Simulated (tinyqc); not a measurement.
Inside a calculation. Method: Hubbard chain of 4 sites. One step of it, computed by the program tinyqc.

Problem. Mean-field iteration 2. H(up) = T + U n(down), H(down) = T + U n(up); fill the lowest levels; n(new) = n + mixing (n(out) - n); E = tr T (rho up + rho down) + U sum n_up n_down of the output.

one-body matrix (hopping and site energies) (eV):
```
,1,2,3,4
1,0.330000,-1.860000,0.000000,0.000000
2,-1.860000,-0.620000,-1.860000,0.000000
3,0.000000,-1.860000,0.430000,-1.860000
4,0.000000,0.000000,-1.860000,-0.220000
```

U = 5.800000 eV

electrons, up and down: 2  1

mixing = 0.500000

n(up) after iteration 1: 1 0.505531, 2 0.495368, 3 0.518998, 4 0.480103

n(down) after iteration 1: 1 0.159916, 2 0.398043, 3 0.228801, 4 0.213239

Give: levels, up; levels, down; energy; n(up) after iteration 2; n(down) after iteration 2.

Solution.

levels, up (eV): -1.468  0.132  2.470  4.587

levels, down (eV): -0.197  1.679  4.112  5.926

energy = -4.526 eV

n(up) after iteration 2: 1 0.515, 2 0.479, 3 0.472, 4 0.534

n(down) after iteration 2: 1 0.146, 2 0.429, 3 0.254, 4 0.170
